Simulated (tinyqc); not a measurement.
# Hall effect and magnetoresistance of several carrier groups with constant relaxation times, step by step

A worked calculation. Computed by tinyqc, a small Python program that keeps every step. Command: `OMP_NUM_THREADS=1 python tinyqc.py 3006363 3006364 out.jsonl hall2 walk`. One thread of a shared host (Intel(R) Xeon(R) Processor @ 2.30GHz), about 0.01 s of CPU time with the checks. Intermediate numbers are printed to about 6 digits and carried at full precision; extremes and crossings named in words are read from the listed rows.

Group 1 has charge -e and group 2 charge +e; s_i is that sign. B lies along z; mu B is formed with mu in m^2/(V s).

Inputs (values chosen for the exercise, for a model conductor):

| quantity | value | unit |
|---|---|---|
| density n1 | 6.7e+18 | 1/cm^3 |
| mobility mu1 | 78000 | cm^2/(V s) |
| density n2 | 1.1e+18 | 1/cm^3 |
| mobility mu2 | 4200 | cm^2/(V s) |
| magnetic field B | 0.26 | T |

Carriers: electrons and holes. Densities: per volume.

Constants: e = 1.602176634e-19 C.

## Conductivity of each group

sigma_xx = sum n_i e mu_i/(1 + mu_i^2 B^2); sigma_xy = sum s_i n_i e mu_i^2 B/(1 + mu_i^2 B^2).

Parts (S/cm):

| group | mu B | sigma_xx | sigma_xy |
|---|---|---|---|
| group 1 | 2.028 | 16376.5 | -33211.6 |
| group 2 | 0.1092 | 731.483 | 79.8779 |

sigma_xx = 17108.0 S/cm

sigma_xy = -33131.8 S/cm

sigma at B = 0 = 84470.0 S/cm

## Resistivity, Hall coefficient and magnetoresistance

rho_xx = sigma_xx/(sigma_xx^2 + sigma_xy^2); Hall coefficient R_H = sigma_xy/(B (sigma_xx^2 + sigma_xy^2)), with B in V s/cm^2 (1 T = 1e-4 V s/cm^2); magnetoresistance MR = rho_xx(B)/rho_xx(0) - 1. Apparent density 1/(e |R_H|); Hall mobility |R_H|/rho_xx.

rho_xx = 1.23044e-05 ohm cm

Hall coefficient R_H = -0.916499 cm^3/C

magnetoresistance MR = 3.93530 %

apparent density = 6.81017e+18 1/cm^3

Hall mobility = 74485.4 cm^2/(V s)

A one-carrier reading would report electrons of density 6.81e18, against n1 = 6.7e18 and n2 = 1.1e18.

## Limits of weak and strong field

Weak field: R_H(0) = sum s_i n_i mu_i^2/(e (sum n_i mu_i)^2); MR = c B^2 with c = n1 n2 mu1 mu2 (s1 mu1 - s2 mu2)^2/(n1 mu1 + n2 mu2)^2. Strong field: R_H = 1/(e sum s_i n_i); rho_xx saturates at (n1/mu1 + n2/mu2)/(e (sum s_i n_i)^2).

R_H at weak field = -0.914878 cm^3/C

coefficient c = 0.586910 1/T^2

R_H at strong field = -1.11456 cm^3/C

saturation MR = 484.720 %

R_H keeps its sign, and its size changes by a factor 1.22 from weak to strong field.

## Field dependence

rho_xx = sigma_xx/(sigma_xx^2 + sigma_xy^2); Hall coefficient R_H = sigma_xy/(B (sigma_xx^2 + sigma_xy^2)), with B in V s/cm^2 (1 T = 1e-4 V s/cm^2); magnetoresistance MR = rho_xx(B)/rho_xx(0) - 1.

Against the field:

| B (T) | mu1 B | rho_xx (ohm cm) | R_H (cm^3/C) | MR (%) |
|---|---|---|---|---|
| 0.0064 | 4.99200e-02 | 1.18388e-05 | -0.91488 | 2.40397e-03 |
| 0.019 | 1.48200e-01 | 1.18410e-05 | -0.91489 | 2.11865e-02 |
| 0.051 | 3.97800e-01 | 1.18566e-05 | -0.91494 | 1.52607e-01 |
| 0.13 | 1.01400e+00 | 1.19557e-05 | -0.91529 | 9.89852e-01 |
| 0.32 | 2.49600e+00 | 1.25413e-05 | -0.91732 | 5.93635e+00 |
| 0.77 | 6.00600e+00 | 1.56822e-05 | -0.92825 | 3.24671e+01 |
| 1.9 | 1.48200e+01 | 2.92922e-05 | -0.97561 | 1.47431e+02 |
| 5.1 | 3.97800e+01 | 5.53927e-05 | -1.06643 | 3.67902e+02 |
| 15 | 1.17000e+02 | 6.71905e-05 | -1.10749 | 4.67558e+02 |

MR starts as B^2.00 and ends as B^0.22; it saturates at 485 %. One group alone would show no magnetoresistance in this model. The rows with mu1 B well above 1 show the semiclassical limit; Landau quantisation is left out.

## Back from four measured limits to the two groups

With z_i = s_i mu_i and w_i = s_i n_i the moments M_k = w1 z1^k + w2 z2^k are M_(-1) = (1 + MR_sat) M_0^2/M_1, M_0 = 1/(e R_strong), M_1 = sigma(0)/e, M_2 = R_weak sigma(0)^2/e. The z_i are the roots of z^2 + p z + q with M_2 + p M_1 + q M_0 = 0 and M_1 + p M_0 + q M_(-1) = 0; then w follows from M_0 and M_1. Group 1 is the faster.

p and q: 73800  -3.27600e+08

signed mobilities s_i mu_i (cm^2/(V s)): -78000.0  4200.00

densities (1/cm^3): 6.70e+18  1.10000e+18

Checks made by the program: weak-field formulas against the tensor at mu1 B = 1e-3 (relative difference 2e-08); recovered mobilities and densities against the inputs (relative difference 2e-10).
